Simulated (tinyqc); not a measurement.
X-ray reflectivity of a thin film on silicon: critical angles, Parratt recursion, fringes and roughness: one step, computed by the program tinyqc. Command: `OMP_NUM_THREADS=1 python tinyqc.py 3120134 3120135 out.jsonl xrr walk`. One thread of a shared host (Intel(R) Xeon(R) Processor @ 2.30GHz), about 0.01 s of CPU time with the checks.

n = 1 - delta + i beta; the classical electron radius is r_e = 2.8179403e-6 nm. Layer 0 is vacuum, 1 the film, 2 the substrate.

Task: Optical constants. delta = r_e lambda^2 rho_e/(2 pi), rho_e = density x electrons per mass x N_A; critical angle sqrt(2 delta), q_c = 4 sqrt(pi r_e rho_e).

Inputs (values chosen for the exercise, modelled on a porous low-k film on silicon, copper K-alpha radiation):
```
quantity                                        value    unit
wavelength lambda                             0.15406      nm
film density rho                                 1.27  g/cm^3
effective electrons per unit mass, film         0.518   mol/g
beta/delta, film                                 0.01       -
substrate density                                2.33  g/cm^3
effective electrons per unit mass, substrate    0.507   mol/g
beta/delta, substrate                           0.023       -
```

Constants: N_A = 6.02214076e+23 1/mol.

Give: the table «Constants» with the columns rho_e (1/nm^3), delta, beta, critical angle (degrees), q_c (1/nm), for layer = film, substrate.

Result:

Constants:
```
layer      rho_e (1/nm^3)      delta       beta  critical angle (degrees)  q_c (1/nm)
film                396.2  4.217e-06  4.217e-08                    0.1664      0.2369
substrate           711.4  7.573e-06  1.742e-07                    0.2230      0.3174
```

The film is less dense in electrons than the substrate, so a second edge from the substrate can show.
